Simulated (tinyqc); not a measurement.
Vacuum evaporation: vapour pressure, source flux, thickness distribution, purity and step coverage. From share of the material that lands on the wafer, 1 - (1 + (R/h)^2)^(-(n + 1)/2) back to source-to-wafer distance h. Computed by tinyqc, a small Python program. Command: `OMP_NUM_THREADS=1 python tinyqc.py 3113411 3113412 out.jsonl evap inv`. One thread of a shared host (Intel(R) Xeon(R) Processor @ 2.30GHz), about 0.01 s of CPU time with the checks.

Molecular flow, unit sticking of the metal, no re-evaporation. The background gas is taken as water vapour (18.015 g/mol, collision diameter 0.37 nm) at 300 K.

Inputs (values chosen for the exercise, modelled on titanium, with constants for the liquid): molar mass M = 47.87 g/mol; film density rho = 4.51 g/cm^3; vapour-pressure constant A = 11.34; vapour-pressure constant B = 22740 K; source temperature T = 2120 K; source area = 0.1 cm^2; directionality n = 1; wafer radius R = 2.5 cm.

Constants: u = 1.6605390666e-27 kg; k_B = 1.380649e-23 J/K; R = 8.314462618 J/(mol K).

Method:
- log10(p_v/Pa) = A - B/T; flux from the surface Phi = p_v/sqrt(2 pi m k_B T), m = M u.
- Mass loss = Phi x area x m; heat of evaporation = ln(10) R B; d ln Phi/dT = ln(10) B/T^2 - 1/(2 T).
- A small source emits (n + 1) Phi area cos^n(phi)/(2 pi) per solid angle; on a parallel plane at height h and lateral distance l the arrival rate is (n + 1) Phi area/(2 pi h^2) x (1 + (l/h)^2)^(-(n + 3)/2). Growth rate = arrival rate x m/rho, m = M u. The wafer is fixed and centred above the source.

Problem. A run gave the result below. Find the source-to-wafer distance h, known to lie between 37 and 130 cm.

share of the material that lands on the wafer, 1 - (1 + (R/h)^2)^(-(n + 1)/2) = 0.1542749 %

Solution.

Each step takes the trial c = (a f_b - b f_a)/(f_b - f_a), f being the result less the target and a, b, c the logarithms of the listed values; c replaces end b, the old b replaces a if the sign of f changed, and otherwise f_a is halved.

Scan of the range; columns: (1) source-to-wafer distance h (cm); (2) share of the material that lands on the wafer, 1 - (1 + (R/h)^2)^(-(n + 1)/2) (%):
```
(1)         (2)
37.0   0.454463
45.6   0.299673
56.2   0.197492
69.4   0.129598
85.5   0.085423
105.0  0.056657
130.0  0.036969
```

False position (Illinois rule, in the logarithm of the input) inside the bracket:
```
step    end a    end b    trial  share of the material that lands on the wafer, 1 - (1 + (R/h)^2)^(-(n + 1)/2) (%)
1     56.2000  69.4000  64.2773                                                                           0.151046
2     56.2000  64.2773  63.1648                                                                           0.156405
3     64.2773  63.1648  63.6046                                                                           0.154253
4     63.1648  63.6046  63.6000                                                                           0.154275
5     63.1648  63.6000  63.6000                                                                           0.154275
6     63.6000  63.6000  63.6000                                                                           0.154275
```

share of the material that lands on the wafer, 1 - (1 + (R/h)^2)^(-(n + 1)/2) falls at every point of a 13-point scan of the range (every second point is shown), so one value fits; it is bracketed by 56.2 and 69.4. Answer: source-to-wafer distance h = 63.60 cm.
